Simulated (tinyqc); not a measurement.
# Changing the target area A_t

Model: Berg model of reactive sputtering of a nitride or oxide: poisoning, hysteresis and pumping speed. Computed by tinyqc, a small Python program. Command: `OMP_NUM_THREADS=1 python tinyqc.py 3025034 3025035 out.jsonl berg sweep`. One thread of a shared host (Intel(R) Xeon(R) Processor @ 2.30GHz), about 0.02 s of CPU time with the checks.

A diatomic gas reacts with bare metal on the target and on the collecting surfaces; ions remove metal and compound from the target. theta_t and theta_c are the compound fractions.

Inputs (values chosen for the exercise, close to those used for tantalum nitride): ion current density J = 26 mA/cm^2; collecting area A_c = 2400 cm^2; metal yield Y_m = 0.52; compound yield Y_c = 0.22; sticking coefficient alpha = 0.21; reactive atoms per metal atom z = 1; gas mass M = 28 u; pumping speed S = 34 l/s; gas temperature T = 300 K; reactive partial pressure P = 0.087 Pa.

Constants: e = 1.602176634e-19 C; u = 1.6605390666e-27 kg; k_B = 1.380649e-23 J/K.

Method. Ion flux j = J/e; gas flux F = P/sqrt(2 pi M k_B T). Target: (2/z) alpha F (1 - theta_t) = j Y_c theta_t. Sputtered flows F_c = j Y_c theta_t A_t, F_m = j Y_m (1 - theta_t) A_t. Collector: (2/z) alpha F (1 - theta_c) A_c + F_c (1 - theta_c) = F_m theta_c. Gas use Q = alpha F [(1 - theta_t) A_t + (1 - theta_c) A_c] + P S/(k_B T); 1 sccm = 4.4780e17 molecules/s. Rate R = F_m + F_c, given relative to j Y_m A_t. P is a single-valued function of the flow Q only if dQ/dP > 0 everywhere: S must exceed k_B T times the steepest fall of the surface terms with P.

One run for each value:
```
target area A_t (cm^2)  critical pumping speed (l/s)  theta_c  total flow Q (sccm)
5.0                                            8.830  0.99958                1.863
9.9                                           14.653  0.99916                2.126
20.0                                          23.512  0.99831                2.666
39.0                                          34.840  0.99671                3.680
77.0                                          48.653  0.99356                5.699
150.0                                         62.580  0.98762                9.543
300.0                                         74.334  0.97591               17.303
600.0                                         79.853  0.95428               32.314
```

What does the table show, and why?

Over the rows, critical pumping speed (l/s) rises from 8.83 to 79.9 (exponent d ln y / d ln x 0.74 between the first rows and 0.10 between the last); theta_c falls from 1.000 to 0.954 (exponent d ln y / d ln x -6.1e-4 between the first rows and -0.032 between the last); total flow Q (sccm) rises from 1.86 to 32.3 (exponent d ln y / d ln x 0.19 between the first rows and 0.90 between the last). A smaller eroded area lowers the critical pumping speed, one known way to remove the hysteresis.

Caution (rows 300, 600): here dQ/dP is negative, a branch that flow control cannot hold.
